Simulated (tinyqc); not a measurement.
Sp3 tight binding, zinc-blende lattice, step by step. Computed by tinyqc, a small Python program that keeps every step. Command: `OMP_NUM_THREADS=1 python tinyqc.py 21871 21872 out.jsonl` (the two numbers bound the seeds that draw the settings). One thread of a shared host (Intel(R) Xeon(R) Processor @ 2.60GHz), about 0.01 s of CPU time with the checks.

## Bloch Hamiltonian at k

Parameters chosen for this model: zinc-blende lattice, anion at 0, cation at a/4 (1,1,1); V = eta hbar^2 / (m d^2), hbar^2/m = 7.619964 eV angstrom^2:
```
parameter          value      unit
a               4.730000  angstrom
d               2.048150  angstrom
Es anion      -15.230000        eV
Ep anion       -8.270000        eV
Es cation      -7.990000        eV
Ep cation      -4.490000        eV
eta ss         -1.570000
eta sp          1.990000
eta pp sigma    2.980000
eta pp pi      -0.750000
V ss           -2.851865        eV
V sp            3.614785        eV
V pp sigma      5.413095        eV
V pp pi        -1.362356        eV
```

k point k (2 pi / a): [0.7700, -0.0100, -0.2700]

Slater-Koster rules over the four bonds with direction cosines (l, m, n): ss V_ss; s-px l V_sp; px-s -l V_sp; px-px l^2 V_pps + (1 - l^2) V_ppp; px-py l m (V_pps - V_ppp); each times exp(i k.d).

H(k) at k (eV), order a s, a px, a py, a pz, c s, c px, c py, c pz:
```
[[-15.2300, 0.0000, 0.0000, 0.0000, -3.6746+0.0690i, -0.0191+7.1163i, 3.2132-0.0422i, 0.1118-1.2141i],
 [0.0000, -8.2700, 0.0000, 0.0000, 0.0191-7.1163i, 1.1546-0.0217i, 0.1210-1.3139i, 3.4772-0.0457i],
 [0.0000, 0.0000, -8.2700, 0.0000, -3.2132+0.0422i, 0.1210-1.3139i, 1.1546-0.0217i, -0.0206+7.7011i],
 [0.0000, 0.0000, 0.0000, -8.2700, -0.1118+1.2141i, 3.4772-0.0457i, -0.0206+7.7011i, 1.1546-0.0217i],
 [-3.6746-0.0690i, 0.0191+7.1163i, -3.2132-0.0422i, -0.1118-1.2141i, -7.9900, 0.0000, 0.0000, 0.0000],
 [-0.0191-7.1163i, 1.1546+0.0217i, 0.1210+1.3139i, 3.4772+0.0457i, 0.0000, -4.4900, 0.0000, 0.0000],
 [3.2132+0.0422i, 0.1210+1.3139i, 1.1546+0.0217i, -0.0206-7.7011i, 0.0000, 0.0000, -4.4900, 0.0000],
 [0.1118+1.2141i, 3.4772+0.0457i, -0.0206-7.7011i, 1.1546+0.0217i, 0.0000, 0.0000, 0.0000, -4.4900]]
```

## Levels at k

Diagonalise the Hermitian matrix.

eigenvalues (eV): [-20.5556, -16.0273, -15.3117, -14.5614, -0.2193, 0.1326, 2.2176, 2.8251]

weights |c|^2 of the basis functions, order a s, a px, a py, a pz, c s, c px, c py, c pz:
```
[[0.6833, 0.0583, 0.0015, 0.0178, 0.0982, 0.1272, 0.0042, 0.0095],
 [0.0335, 0.2568, 0.0108, 0.2402, 0.2032, 0.1767, 0.0066, 0.0722],
 [0.0000, 0.0642, 0.4896, 0.0369, 0.0115, 0.0845, 0.1659, 0.1474],
 [0.0024, 0.1934, 0.0981, 0.3139, 0.0040, 0.0060, 0.2139, 0.1684],
 [0.1234, 0.2552, 0.0328, 0.0671, 0.0907, 0.4001, 0.0106, 0.0202],
 [0.1319, 0.0092, 0.0233, 0.1016, 0.5289, 0.0938, 0.0111, 0.1002],
 [0.0163, 0.1549, 0.1026, 0.0900, 0.0530, 0.1085, 0.2269, 0.2480],
 [0.0093, 0.0081, 0.2414, 0.1327, 0.0105, 0.0032, 0.3608, 0.2339]]
```

## Bloch Hamiltonian at X

k point X (2 pi / a): [1, 0, 0]

As before.

H(k) at X (eV), order a s, a px, a py, a pz, c s, c px, c py, c pz:
```
[[-15.2300, 0.0000, 0.0000, 0.0000, 0.0000, 0.0000+8.3480i, 0.0000, 0.0000],
 [0.0000, -8.2700, 0.0000, 0.0000, 0.0000-8.3480i, 0.0000, 0.0000, 0.0000],
 [0.0000, 0.0000, -8.2700, 0.0000, 0.0000, 0.0000, 0.0000, 0.0000+9.0339i],
 [0.0000, 0.0000, 0.0000, -8.2700, 0.0000, 0.0000, 0.0000+9.0339i, 0.0000],
 [0.0000, 0.0000+8.3480i, 0.0000, 0.0000, -7.9900, 0.0000, 0.0000, 0.0000],
 [0.0000-8.3480i, 0.0000, 0.0000, 0.0000, 0.0000, -4.4900, 0.0000, 0.0000],
 [0.0000, 0.0000, 0.0000, 0.0000-9.0339i, 0.0000, 0.0000, -4.4900, 0.0000],
 [0.0000, 0.0000, 0.0000-9.0339i, 0.0000, 0.0000, 0.0000, 0.0000, -4.4900]]
```

## Levels at X

As before.

eigenvalues (eV): [-19.7860, -16.4792, -15.6095, -15.6095, 0.0660, 0.2192, 2.8495, 2.8495]

## Bands along a path

The same steps at evenly spaced points between the labelled ones.

Bands along the path (eV):
```
k           band 1    band 2    band 3    band 4   band 5   band 6   band 7  band 8
L         -20.9252  -17.6492  -12.9662  -12.9662  -1.0093   0.2062   0.2062  3.6036
L-G 0.33  -21.9747  -15.7835  -12.4330  -12.4330  -0.9148  -0.3270  -0.3270  2.6930
L-G 0.67  -23.1468  -12.4776  -11.1925  -11.1925  -1.5675  -1.5675  -1.1876  0.8320
G         -23.5781  -10.4323  -10.4323  -10.4323  -2.3277  -2.3277  -2.3277  0.3581
G-X 0.33  -22.9965  -12.1776  -12.1776  -11.6433  -1.9349  -0.5824  -0.5824  0.5947
G-X 0.67  -21.3588  -14.6258  -14.6258  -14.3991  -0.9315   0.7094   1.8658  1.8658
X         -19.7860  -16.4792  -15.6095  -15.6095   0.0660   0.2192   2.8495  2.8495
X-W 0.33  -19.7860  -16.4792  -15.6095  -15.6095   0.0660   0.2192   2.8495  2.8495
X-W 0.67  -19.7860  -16.4792  -15.6095  -15.6095   0.0660   0.2192   2.8495  2.8495
W         -19.7860  -16.4792  -15.6095  -15.6095   0.0660   0.2192   2.8495  2.8495
```

With 4 band(s) filled, the highest filled level on these points lies at G and the lowest empty one at G: a gap of 8.1045 eV, direct.
